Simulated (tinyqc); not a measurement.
Convergence with the mesh: Wannier function of the lower band of a two-orbital chain.

H(k) = [[-d/2 - 2 ta cos k, -t1 - t2 exp(-ik)], [-t1 - t2 exp(ik), d/2 - 2 tb cos k]], k in 1/a, Bloch sums with exp(ikR) and without the positions inside the cell. Mesh k_j = 2 pi j/N. Projection gauge: each lower eigenvector u is multiplied by the phase that makes <trial|u> real and positive (the one-band case of Loewdin orthogonalisation). Wannier amplitudes w(R) = (1/N) sum_k exp(ikR) u(k); hoppings H(R) = (1/N) sum_k exp(-ikR) E(k).

Parameters, chosen for this exercise:
- d = 1.16 eV (A at -d/2, B at +d/2)
- t1 = 1.2 eV (A-B in the cell)
- t2 = 0.6 eV (B to A of the next cell)
- ta = 0.35 eV (A-A between cells)
- tb = -0.16 eV (B-B between cells)
- xb = 0.38 a (position of B (A at 0))
- th = 60 degrees (trial orbital cos(th) A + sin(th) B in cell 0)

Centre and Omega_I from overlaps M_j = u_j^+ diag(1, exp(-i b xb)) u_(j+1), b = 2 pi/N: centre -(1/2 pi) sum arg M, Omega_I = (1/(N b^2)) sum (1 - |M|^2). Largest error of the Fourier interpolation on 41 points from 0 to pi.

Mesh:
```
N   centre (a)  Omega_I (a^2)  H(1) (eV)  largest error (meV)
3      0.11233        0.04841   -0.43348              146.314
4      0.13175        0.05319   -0.47006               33.488
6      0.13926        0.06538   -0.46251                9.941
8      0.14272        0.07161   -0.46166                3.694
12     0.14547        0.07677   -0.46152                0.604
16     0.14647        0.07869   -0.46152                0.097
24     0.14720        0.08011   -0.46152                0.003
```

The interpolation error falls exponentially, from 33.5 meV at N = 4 to 0.604 at N = 12, because the hoppings decay exponentially for an isolated band (smallest gap 1.21 eV). Omega_I carries a finite-difference error and converges as a power: against the value 0.08130 on 400 points it is off by -0.00453 at N = 12 and -0.00119 at N = 24, an exponent of 1.93, near the limit 2.

tinyqc: `OMP_NUM_THREADS=1 python tinyqc.py 1482604 1482605 out.jsonl`; about 0.1 s, one thread, shared Intel(R) Xeon(R) Processor @ 2.30GHz.
